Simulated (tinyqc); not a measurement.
Along the channel and with depth: stress in a transistor channel from embedded alloy regions, liners and fins, by half-space elasticity. Computed by tinyqc, a small Python program. Command: `OMP_NUM_THREADS=1 python tinyqc.py 3026844 3026845 out.jsonl stressor walk`. One thread of a shared host (Intel(R) Xeon(R) Processor @ 2.30GHz), about 0.01 s of CPU time with the checks.

Plane strain in an isotropic half-space, the same constants everywhere; x along the channel from its centre, y downwards from the free surface; stress is positive in tension.

Inputs (values chosen for the exercise, modelled on silicon): alloy fraction x = 0.023; lattice change per unit x, beta = -0.453; Young's modulus E = 171 GPa; Poisson ratio nu = 0.28; channel length L = 114 nm; length of each stressor S = 30 nm; recess depth d = 40 nm; depth of the field point y = 2.6 nm.

Stressor: Si(1-x)C(x) source and drain.

Method. Misfit e = beta x. A fully constrained inclusion holds the stress -p with p = E e/(1 - 2 nu); a blanket film would hold -E e/(1 - nu) in the plane. A line element dA of misfit at (a, c) in the half-space gives, with C = E e/(2 pi (1 - nu)), X = x - a, r1^2 = X^2 + (y - c)^2, r2^2 = X^2 + Y^2, Y = y + c: s_xx = -C dA {[X^2 - (y - c)^2]/r1^4 + 3 [X^2 - Y^2]/r2^4 + 4 y Y (Y^2 - 3 X^2)/r2^6}, s_yy = C dA {[X^2 - (y - c)^2]/r1^4 - [X^2 - Y^2]/r2^4 + 4 y Y (Y^2 - 3 X^2)/r2^6}. These are integrated over two rectangles, L/2 < |a| < L/2 + S, 0 < c < d (closed form in a, 200 Gauss-Legendre points in c).

misfit e = -0.010419

Stress (MPa):
```
2x/L  s_xx at y  s_yy at y  s_xx at d/2  s_xx at 1.5 d
0.0      536.95     1.0911       270.59         -58.46
0.2      554.27     1.1197       263.96         -59.13
0.4      604.54     1.0925       242.57         -61.84
0.6      673.97     0.4074       211.69         -72.70
0.8      675.27    -5.6273       239.80        -113.64
```

What follows from these numbers?

Near the surface s_xx changes by +26 % from the centre to 2x/L = 0.8. At the centre, s_xx at half the recess depth is 0.50 of its value at y, and below the recess -0.11. An element acts with the sign of X^2 - (y - c)^2, so its direct term reverses where the offset in depth exceeds the lateral distance, and the image terms that amplify the stress near the surface fade with depth.
